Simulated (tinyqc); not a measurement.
Inside a calculation. Method: LDA (VWN5) atom on a uniform radial grid, spin-unpolarised, for Be(2+). Computed by tinyqc, a small Python program that keeps every step. Settings: Z = 4, points = 64, R = 6.5, functional = lda,vwn, mixing = 0.2, iteration cap = 63. Command: `OMP_NUM_THREADS=1 python tinyqc.py 22823 22824 out.jsonl` (the two numbers bound the seeds that draw the settings). One thread of a shared host (Intel(R) Xeon(R) Processor @ 2.60GHz), about 0.07 s of CPU time with the checks.

Spherical atom on a uniform radial grid r_j = j h with h = R/(N + 1), h sum u^2 = 1 and integrals as h times sums, u(0) = u(R) = 0 (atomic units):
```
parameter           value
Z                       4
points N               64
R                6.500000
h                0.100000
mixing           0.200000
electrons in 1s         2
```

Three-point differences turn -u''/2 + [l(l+1)/2r^2 - Z/r + V] u = e u into a tridiagonal matrix (diagonal 1/h^2 + potential, off-diagonal -1/2h^2). D = sum f u^2; the Hartree potential y/r solves y'' = -D/r with y(0) = 0, y(R) = N_e; v_xc comes from rho = D/(4 pi r^2); E = sum f e - int D V + int D (V_H/2 + eps_xc); V(new) = V + mixing (V_H + v_xc - V).

Stop when input and output potentials agree to 1e-7.

Course of the cycle (hartree):
```
iteration            E     e(1s)  largest |V(out) - V(in)|
1          -12.7308546  -7.70330                  4.77e+00
2          -12.7894336  -7.01859                  3.71e+00
3          -12.8269572  -6.48524                  2.88e+00
4          -12.8506524  -6.06940                  2.24e+00
5          -12.8654297  -5.74491                  1.74e+00
6          -12.8745475  -5.49150                  1.35e+00
7          -12.8801229  -5.29346                  1.04e+00
8          -12.8835069  -5.13858                  8.07e-01
9          -12.8855484  -5.01738                  6.25e-01
10         -12.8867740  -4.92249                  4.84e-01
11         -12.8875069  -4.84814                  3.75e-01
...                ...       ...                       ...
53         -12.8885831  -4.57640                  1.69e-05
54         -12.8885831  -4.57640                  1.34e-05
55         -12.8885831  -4.57640                  1.07e-05
56         -12.8885831  -4.57640                  8.51e-06
57         -12.8885831  -4.57640                  6.78e-06
58         -12.8885831  -4.57639                  5.40e-06
59         -12.8885831  -4.57639                  4.30e-06
60         -12.8885831  -4.57639                  3.43e-06
61         -12.8885831  -4.57639                  2.73e-06
62         -12.8885831  -4.57639                  2.18e-06
63         -12.8885831  -4.57639                  1.73e-06
```

Can the last value be used, and what does the course show?

Not by the stop rule, although the second column moves by less than 1e-07 over the last three steps; and the uniform grid itself carries an error of order h^2 at the cusp, far above the threshold. Not converged within 63 iterations: the residual falls steadily but slowly, by a factor of about 0.80 a step. Reruns (cap 100 unless said): mixing 0.3: converged in 48; mixing 0.6: converged in 20; the original settings with a cap of 400: converged in 76. Even converged, this uniform grid resolves the cusp poorly and misses the energy of the atom.
